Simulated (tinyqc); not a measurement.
RKS/LDA (VWN5) in the 6-31g basis, for H3+, spin multiplicity 1, step by step. One step of it, computed by the program tinyqc.

Task: Iteration 1: diagonalisation and new density. Diagonalise F' = X^T F X, C = X C', fill 1 alpha and 1 beta electrons from the bottom; D = 2 C_occ C_occ^T. Each column has its largest component positive (the first on a tie).

Kohn-Sham matrix F (hartree), lower triangle:
```
           1H 1s      1H 2s      2H 1s      2H 2s      3H 1s      3H 2s
1H 1s  -0.347852
1H 2s  -0.548148  -0.533002
2H 1s  -0.103919  -0.244029  -0.347852
2H 2s  -0.244029  -0.363706  -0.548148  -0.533002
3H 1s  -0.104013  -0.244119  -0.104013  -0.244119  -0.347845
3H 2s  -0.244143  -0.363803  -0.244143  -0.363803  -0.548042  -0.533037
```

X, lower triangle:
```
           1H 1s      1H 2s      2H 1s      2H 2s      3H 1s     3H 2s
1H 1s   1.261197
1H 2s  -0.515047   1.506196
2H 1s   0.033570   0.015592   1.261197
2H 2s   0.015592  -0.291885  -0.515047   1.506196
3H 1s   0.033577   0.015579   0.033577   0.015579   1.261201
3H 2s   0.015563  -0.292074   0.015563  -0.292074  -0.515064  1.506334
```

Give: F' = X^T F X; orbital energies; coefficients C; D after iteration 1.

Result:

F' = X^T F X (hartree), lower triangle:
```
        1       2       3       4       5       6
1   0.006
2  -0.488  -0.116
3   0.025  -0.052   0.006
4  -0.052  -0.081  -0.488  -0.116
5   0.025  -0.052   0.025  -0.052   0.006
6  -0.052  -0.081  -0.052  -0.081  -0.488  -0.116
```

orbital energies (hartree): MO1 -0.726, MO2 -0.464, MO3 -0.464, MO4 0.409, MO5 0.409, MO6 0.505

coefficients C:
```
         MO1     MO2     MO3     MO4     MO5     MO6
1H 1s  0.240   0.340  -0.196   0.508  -0.882   0.781
1H 2s  0.256   0.645  -0.372  -0.668   1.158  -0.545
2H 1s  0.240  -0.340  -0.196   0.508   0.882   0.781
2H 2s  0.256  -0.645  -0.372  -0.668  -1.158  -0.545
3H 1s  0.240   0.000   0.393  -1.020   0.000   0.778
3H 2s  0.256   0.000   0.745   1.338   0.000  -0.542
```

D after iteration 1, lower triangle:
```
       1H 1s  1H 2s  2H 1s  2H 2s  3H 1s  3H 2s
1H 1s  0.115
1H 2s  0.123  0.131
2H 1s  0.115  0.123  0.115
2H 2s  0.123  0.131  0.123  0.131
3H 1s  0.115  0.123  0.115  0.123  0.115
3H 2s  0.123  0.131  0.123  0.131  0.123  0.131
```
